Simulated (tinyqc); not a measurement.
Implant damage, amorphisation by cascade overlap, and solid-phase epitaxial regrowth: one step, computed by the program tinyqc.

Range and width of the damage are inputs. Dynamic annealing enters only through the surviving share f.

Problem. The amorphous layer. Displaced share x(z) = f nu Q exp(-(z - R_d)^2/(2 s_d^2))/(sqrt(2 pi) s_d N); the layer is amorphous where x > x_c, between R_d -/+ s_d sqrt(2 ln(x_max/x_c)), the upper edge being cut at the surface. Threshold dose Q_c = Q x_c/x_max.

Inputs (values chosen for the exercise, modelled on arsenic ions in germanium):
```
quantity,value,unit
atomic density N,44.2,1/nm^3
depth of the damage peak R_d,17,nm
width of the damage profile s_d,10,nm
share of defects that survive f,0.49,-
critical displaced share x_c,0.13,-
dose Q,5.9e+14,1/cm^2
```

displacements per ion nu = 657.0853

Give: peak displaced share x_max; threshold dose Q_c; upper edge; lower edge.

Solution.

peak displaced share x_max = 1.715

threshold dose Q_c = 4.473e+13 1/cm^2

upper edge = 0 nm

lower edge = 39.71 nm

The layer reaches the surface. Caution: x above 1 counts atoms displaced more than once.
